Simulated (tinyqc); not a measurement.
Inside a calculation. Model: MOS capacitor on a p-type substrate, surface potential from the exact charge relation.

Numbers from tinyqc (`OMP_NUM_THREADS=1 python tinyqc.py 2060156 2060157 out.jsonl`; about 0.01 s on one thread of a shared Intel Xeon 2.30GHz). Printed values are rounded.

Uniform p-type substrate, Boltzmann statistics, full ionisation, classical densities. psi is the surface potential against the body (positive when the bands bend down) and u = psi/Vt. Traps are spread evenly over the gap and neutral at flat band, so their charge is -q Dit psi; the minority quasi-Fermi level is shifted by Vb.

Inputs (values chosen for the exercise); band and dielectric values close to those of silicon:
```
symbol,value,unit,meaning
T,300,K,temperature
Eg,1.13,eV,band gap
eps_r,11.6,,relative permittivity
Nc,2.79e19,cm^-3,conduction-band density of states at T
Nv,2.69e19,cm^-3,valence-band density of states at T
chi,4.05,eV,electron affinity
N,2.6e15,cm^-3,acceptor density of the substrate
eox,22.3,,relative permittivity of the gate insulator (close to hafnium oxide)
tox,15,nm,insulator thickness
phiM,4.11,eV,gate work function
Nf,0,cm^-2,"fixed charge at the interface, in units of q"
Dit,0,cm^-2 eV^-1,density of interface traps
Vb,1.7,V,reverse bias of the inversion layer against the body
Vg,-2.29,V,gate voltage against the body
```

Constants: q = 1.602176634e-19 C, kB = 1.380649e-23 J/K, Vt = kB T/q, eps0 = 8.8541878128e-14 F/cm where lengths are in cm. Results are converted to the units shown.

Range of the model: At this gate voltage the surface density exceeds 0.3 of the band density of states, so degeneracy and confinement would lower the charge and capacitance.

## Flat band, threshold and scales

ni = sqrt(Nc Nv) exp(-Eg/(2 Vt)), Eg in volts; phiF = Vt ln(N/ni); Cox = eps0 eox/tox; Vfb = phiM - chi - (Eg - Vt ln(Nv/N)) - q Nf/Cox; Q0 = sqrt(2 eps0 eps_r q N Vt); r = (ni/N)^2 exp(-Vb/Vt); VT = Vfb + [(2 phiF + Vb)(1 + q Dit/Cox) + sqrt(2 eps0 eps_r q N (2 phiF + Vb))/Cox].

ni = 8.83275e9 cm^-3
phiF = 0.325543 V
Cox = 1.31632 uF/cm^2
Vfb = -0.831015 V
Q0 = 4.70335 nC/cm^2
r = 3.18788e-40
VT = 1.55415 V

## Starting value

psi = Vg - Vfb, limited to the range from -4 Vt to +(2 phiF + Vb + 4 Vt).

psi at the start = -0.103408 V

## Iteration 1: Newton step for the surface potential

u = psi/Vt; F^2 = exp(-u) + u - 1 + r (exp(u) - u - 1); Qs = -sign(u) Q0 F; Cs = -dQs/dpsi = (Q0/Vt) |1 - exp(-u) + r (exp(u) - 1)|/(2 F). f = Vfb + psi + (q Dit psi - Qs)/Cox - Vg, f' = 1 + (Cs + q Dit)/Cox, psi(new) = psi - f/f'.

u = -4
F = 7.04260
Qs = 33.1238 nC/cm^2
Cs = 0.692309 uF/cm^2
f = 1.33041 V
f' = 1.52594
psi after iteration 1 = -0.975272 V

## Iteration 2: Newton step for the surface potential

As before.

u = -37.7252
F = 1.55569e8
Qs = 7.31694e8 nC/cm^2
Cs = 1.41516e7 uF/cm^2
f = -5.55862e5 V
f' = 1.07509e7
psi after iteration 2 = -0.923568 V

This iterate lies far beyond the solution, so its charge is not a physical one.

## Iteration 3: Newton step for the surface potential

As before.

u = -35.7252
F = 5.72306e7
Qs = 2.69175e8 nC/cm^2
Cs = 5.20609e6 uF/cm^2
f = -2.04490e5 V
f' = 3.95502e6
psi after iteration 3 = -0.871864 V

This iterate lies far beyond the solution, so its charge is not a physical one.

## Course of the Newton iteration

Stop when the step is below 1e-10 V, or after 60 iterations.

Course of the iteration:

| iteration | psi before the step (V) | f (V) | step (V) |
|---|---|---|---|
| 1 | -0.103408 | 1.33 | -0.872 |
| 2 | -0.975272 | -5.56e5 | 0.0517 |
| 3 | -0.923568 | -2.04e5 | 0.0517 |
| 4 | -0.871864 | -7.52e4 | 0.0517 |
| 5 | -0.820160 | -2.77e4 | 0.0517 |
| 6 | -0.768458 | -1.02e4 | 0.0517 |
| 7 | -0.716757 | -3750 | 0.0517 |
| 8 | -0.665064 | -1380 | 0.0517 |
| 9 | -0.613392 | -507 | 0.0516 |
| 10 | -0.561780 | -186 | 0.0514 |
| 11 | -0.510338 | -68.2 | 0.0510 |
| 12 | -0.459381 | -24.8 | 0.0496 |
| 13 | -0.409780 | -8.84 | 0.0460 |
| 14 | -0.363803 | -2.97 | 0.0373 |
| 15 | -0.326511 | -0.843 | 0.0215 |
| 16 | -0.305015 | -0.149 | 5.70e-3 |
| 17 | -0.299318 | -7.63e-3 | 3.24e-4 |
| 18 | -0.298995 | -2.28e-5 | 9.73e-7 |
| 19 | -0.298994 | -2.05e-10 | 8.77e-12 |

Converged in 19 iterations. In 10 iterations the step is within 3 % of 2 Vt = 51.7 mV: there Qs grows as exp(|u|/2), and a Newton step on such an exponential moves psi by 2 Vt whatever the distance left.

## Charges, field and capacitances at the solution

converged psi = -0.298994 V

u = psi/Vt; F^2 = exp(-u) + u - 1 + r (exp(u) - u - 1); Qs = -sign(u) Q0 F; Cs = -dQs/dpsi = (Q0/Vt) |1 - exp(-u) + r (exp(u) - 1)|/(2 F). Low frequency: 1/C_LF = 1/Cox + 1/(Cs + q Dit). High frequency, in the simple estimate in which traps and minority carriers do not follow: 1/C_HF = 1/Cox + 1/Cd, Cd being Cs with r = 0 at the same psi. Minority sheet density N_inv = (Q0/(2 q)) int_0^u r (exp(t) - 1)/F(t) dt for u > 0. Oxide field |Qs - q Dit psi + q Nf|/(eps0 eox).

Qs = 1526.92 nC/cm^2
N_inv = 0 cm^-2
oxide field = 0.773328 MV/cm
Cs = 29.5353 uF/cm^2
C_LF/Cox = 0.957334
C_HF/Cox = 0.957334

The surface is in accumulation (borders at |psi| = 0, phiF + Vb and 2 phiF + Vb = 2.35 V).
